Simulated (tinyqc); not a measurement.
## Electron continuity equation in a given potential, Scharfetter-Gummel discretisation: three discretisations compared

Steady state in one dimension: J = q mu n E + q D dn/dx with E = -dpsi/dx and D = mu Vt, dJ/dx = q (n/tau - G), fixed densities nL and nR at the ends. The potential is given, psi = U x/L, and is not changed by the electrons.

10 equal intervals. Fluxes J_i = (q D/h)(n_(i+1) P_i - n_i Q_i), d_i = (psi_(i+1) - psi_i)/Vt: Scharfetter-Gummel P = B(d), Q = B(-d), B(d) = d/(exp(d) - 1); central P = 1 - d/2, Q = 1 + d/2; upwind P = 1 + max(-d, 0), Q = 1 + max(d, 0). Balance at each inner node: J_i - J_(i-1) = q h (n_i/tau - G). The reference is Scharfetter-Gummel on 2000 intervals.

Values chosen for this exercise; mobility close to that of In0.53Ga0.47As at room temperature: temperature T = 300 K; electron mobility mu = 10800 cm^2/(V s); length of the region L = 0.71 um; density at x = 0 nL = 4.1e14 cm^-3; density at x = L nR = 0 cm^-3; lifetime tau = 2e-11 s; uniform generation rate G = 0 cm^-3 s^-1; potential difference psi(L) - psi(0) U = -0.15 V.

Constants: q = 1.602176634e-19 C, kB = 1.380649e-23 J/K, Vt = kB T/q. Results are converted to the units shown.

Densities (cm^-3):

| node | Scharfetter-Gummel | central | upwind | reference |
|---|---|---|---|---|
| 0 | 4.100e14 | 4.100e14 | 4.100e14 | 4.100e14 |
| 1 | 2.256e14 | 2.218e14 | 2.543e14 | 2.256e14 |
| 2 | 1.240e14 | 1.199e14 | 1.573e14 | 1.240e14 |
| 3 | 6.791e13 | 6.459e13 | 9.678e13 | 6.791e13 |
| 4 | 3.700e13 | 3.462e13 | 5.904e13 | 3.700e13 |
| 5 | 1.995e13 | 1.838e13 | 3.549e13 | 1.995e13 |
| 6 | 1.054e13 | 9.565e12 | 2.080e13 | 1.054e13 |
| 7 | 5.345e12 | 4.784e12 | 1.161e13 | 5.345e12 |
| 8 | 2.474e12 | 2.186e12 | 5.868e12 | 2.474e12 |
| 9 | 8.841e11 | 7.726e11 | 2.266e12 | 8.840e11 |
| 10 | 0 | 0 | 0 | 0 |

What do the numbers show?

Largest errors as a share of the largest reference density listed: Scharfetter-Gummel 6.4e-4 %, central 1.0 %, upwind 8.1 %. The largest |d| is 0.580. Upwinding stays positive but acts as if D were larger by the factor 1 + |d|/2, up to 1.29 here.

Range of the model: The drift velocity mu E exceeds 1e7 cm/s somewhere, where real mobilities no longer stay constant.

Computed by the program tinyqc: `OMP_NUM_THREADS=1 python tinyqc.py 2220049 2220050 out.jsonl`, one thread of a shared Intel Xeon 2.30GHz, about 0.01 s for the whole run.
